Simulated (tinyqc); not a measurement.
Inside a calculation: linear model of a band gap against the share of exact exchange. Values are carried at full precision from step to step, so a last printed digit may differ when a step is redone from the rounded ones.

E(alpha) = E0 + S alpha. A wider gap screens less, modelled in the Penn form eps(alpha) = 1 + (e0 - 1)(EP/(EP + S alpha))^2 with a scale EP chosen for the exercise. A dielectric-dependent hybrid takes alpha = 1/eps.

Values chosen for the exercise (of the order of those of SiO2; the results hold for these values, not for the real material):
- E0 = 5.56 eV (gap of the semi-local functional)
- S = 10.24 eV (slope dE/d(alpha))
- e0 = 2.46 (optical dielectric constant at alpha = 0)
- EP = 30.7 eV (energy scale of the screening)
- Et = 9.04 eV (target gap)
- a_start = 0 (starting alpha)
- fv = 0.79 (share of the opening taken by the valence edge)
- Ed = 2.28 eV (defect level above the semi-local valence top)
- cd = 0 (shift of the level per unit opening, on the scale of the mean potential)

## Fixed shares

Gap, error against the target and eps for alpha = 0, 0.25 and 1/e0; and the alpha that meets the target, (Et - E0)/S.

Results:
```
alpha   E (eV)  E - Et (eV)    eps
0.0000   5.560       -3.480  2.460
0.2500   8.120       -0.920  2.244
0.4065   9.723        0.683  2.132
```

alpha for the target = 0.3398

A quarter of exact exchange falls short of the target by 0.92 eV: the material needs 0.340, and 1/e0 = 0.407 lies closer to it than 0.25 does.

## Self-consistent share

Iterate alpha -> 1/eps(alpha) seven times from a_start. The fixed point solves alpha eps(alpha) = 1; the contraction factor there is 2 (eps - 1) S/((EP + S alpha) eps^2).

Iterates:
```
step    alpha     eps   E (eV)
0     0.00000  2.4600   5.5600
1     0.40650  2.1322   9.7226
2     0.46901  2.0917  10.3626
3     0.47808  2.0860  10.4555
4     0.47938  2.0852  10.4689
5     0.47957  2.0851  10.4708
6     0.47960  2.0851  10.4711
7     0.47960  2.0851  10.4711
```

fixed point = 0.47960
contraction factor = 0.1435

The factor is positive, so the iterates approach from one side, the error shrinking to 0.14 of itself each step; the gap is within 0.01 eV of its limit from step 4. Self-consistency moves the gap by +0.748 eV against the one-shot choice 1/e0, since a wider gap screens less.

## Band edges and a deep level

The opening c = S alpha lowers the valence top by fv c and raises the conduction edge by (1 - fv) c, both against the mean potential; the level moves by cd c. Use the fixed point. Compare with stretching the level in proportion to the gap and with pinning it to either edge.

opening c = 4.911 eV

shifts of the valence and conduction edges (eV): [-3.880, 1.031]

level above the valence top = 6.160 eV
level below the conduction edge = 4.311 eV

level above the valence top: stretched, tied to the valence edge, tied to the conduction edge (eV): [4.294, 2.280, 7.191]

The three recipes err by -1.87, -3.88 and +1.03 eV against alignment through the mean potential. A localised level with cd = 0 stays put while the edges move away from it.

## Checks

- Fixed point by bisection against 60 substitutions: both 0.47960.

Computed by tinyqc, a small Python program: `OMP_NUM_THREADS=1 python tinyqc.py 1880661 1880662 out.jsonl` (the numbers bound the seed that draws the inputs); one thread of a shared host (Intel(R) Xeon(R) Processor @ 2.30GHz), about 0.01 s for the whole set of steps.
